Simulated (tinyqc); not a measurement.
Strain-driven roughening and islands of a mismatched epitaxial film: one step, computed by the program tinyqc. Command: `OMP_NUM_THREADS=1 python tinyqc.py 3028544 3028545 out.jsonl island walk`. One thread of a shared host (Intel(R) Xeon(R) Processor @ 2.30GHz), about 0.01 s of CPU time with the checks.

Film and substrate share isotropic elastic constants; the film is coherent and biaxially strained.

Task: A ripple of given wavelength. A ripple A cos(k x) has the surface chemical potential per volume [gamma k^2 - 2 (1 + nu) w k] A cos(k x), so k_c = 2 (1 + nu) w/gamma. With surface diffusion the amplitude grows at the rate q = B k^2 [2 (1 + nu) w k - gamma k^2], fastest at k_m = (3/4) k_c. B is the surface mobility. Stress at the trough = stress x (1 + 2 k A).

Inputs (values chosen for the exercise, modelled on GaN on AlN):
```
quantity                                   value       unit
Poisson ratio nu                            0.19          -
surface energy gamma                        1.76      J/m^2
surface mobility D_s nu_s Omega^2/(k_B T)  4e-33  m^6/(J s)
initial ripple amplitude A0                 0.17         nm
ripple wavelength over the critical one      1.6          -
```

Transport: surface diffusion.

k_c = 0.2696750 1/nm

energy density w = 199.4235 MJ/m^3

growth time 1/q at k_m = 0.2546482 s

Give: k; rate q; q over the largest rate; stress concentration at A0.

Result:

k = 0.1685 1/nm

rate q = 3.409 1/s

q over the largest rate = 0.8681

stress concentration at A0 = 1.057

The ripple grows.
